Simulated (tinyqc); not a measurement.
Inside a calculation: round or elliptic silicon nanowire with anisotropic valleys (Ritz method). Values are carried at full precision from step to step, so a last printed digit may differ when a step is redone from the rounded ones.

Wire along x = [110] on a (001) wafer, y = [-110], z = [001]. Valley groups (w = inverse masses): A, two valleys along z: w_y = 1/mt, w_z = 1/ml, m_x = mt; B, four valleys in the wafer plane: w_y = (1/ml + 1/mt)/2, w_z = 1/mt, m_x = (ml + mt)/2.

Constants: hbar^2/2m0 = 3.80998211 eV angstrom^2; kB = 8.617333262e-05 eV/K.

Parameters, chosen for this exercise (near those of a Si nanowire; the results hold for these values, not for the real material): ml = 0.919 m0 (longitudinal mass); mt = 0.193 m0 (transverse mass); a = 22 angstrom (semi-axis along y); b = 14 angstrom (semi-axis along z); group = B (valley group worked out); T = 300 K (temperature).

## Stretching the ellipse

Scaling y by 1/sqrt(w_y) and z by 1/sqrt(w_z) makes the mass 1 and the semi-axes A = a/sqrt(w_y), B = b/sqrt(w_z). List them with the one-function estimate 3c (1/A^2 + 1/B^2) and the slender limit c (pi/2s)^2 (1 + 2s/(pi l)), s and l the smaller and larger of A, B; c = hbar^2/2m0.

Groups:
```
group  g      A      B  axis ratio  one function (eV)  slender limit (eV)
A      2   9.66  13.42       1.389             0.1858              0.1468
B      4  12.43   6.15       2.020             0.3762              0.3268
```

The one-function value suits axis ratios near 1 and the slender limit ratios well above 2.

## Matrices of three even functions

Hard wall on the ellipse (y/a)^2 + (z/b)^2 = 1, c = hbar^2/2m0. With u = y/a, v = z/b the operator is -c [(w_y/a^2) d2/du2 + (w_z/b^2) d2/dv2] on the unit disc. Basis (1 - u^2 - v^2) u^i v^j; S, X and Y are the disc integrals of f f', (df/du)(df'/du) and (df/dv)(df'/dv), from the integral of u^p v^q = 2 Gamma((p+1)/2) Gamma((q+1)/2)/((p + q + 2) Gamma((p+q+2)/2)) for even p, q; H = c (w_y X/a^2 + w_z Y/b^2).

Basis 1, u^2, v^2 times (1 - u^2 - v^2); form S and H for the chosen group.

S, lower triangle:
```
            1       u^2       v^2
1    1.047198
u^2  0.130900  0.039270
v^2  0.130900  0.013090  0.039270
```

H (meV), lower triangle:
```
            1      u^2      v^2
1    393.9395
u^2   65.6566  37.5417
v^2   65.6566   8.2071  77.3573
```

## Lowest level in this basis

Solve H p = E S p for the wire level; give E, the ratios p2/p1 and p3/p1, and H11/S11.

E = 357.9 meV

ratios: -0.76  -0.25

one function = 376.2 meV

The two added functions lower the level by 18.3 meV (4.9 %), mostly by narrowing the state along u, the direction in which the stretched ellipse is long.

## Subbands

Converged values use 21 functions of each parity class (e or o in u, then in v).

The nine lowest levels of all groups and parity classes.

Subbands:
```
group, parity  g  m_x (m0)  E (eV)
A ee           2    0.1930  0.1786
B ee           4    0.5560  0.3577
A eo           2    0.1930  0.3808
A oe           2    0.1930  0.5246
B oe           4    0.5560  0.6262
A ee           2    0.1930  0.6737
A oo           2    0.1930  0.8102
B ee           4    0.5560  0.9976
A eo           2    0.1930  1.0565
```

At 300 K and without degeneracy the populations go as g sqrt(m_x) exp(-E/kB T): among these nine the lowest level holds 100 % and the light transport mass mt 100 % of the electrons. Levels above about 0.3 eV lie beyond parabolic valleys and hard walls.

## Checks

- Circle of radius a with both masses mt against c (2.404826/R)^2/m, eV: both 0.2359.

(tinyqc, `OMP_NUM_THREADS=1 python tinyqc.py 1280182 1280183 out.jsonl`, Intel(R) Xeon(R) Processor @ 2.30GHz, 1 thread, shared host, about 0.03 s.)
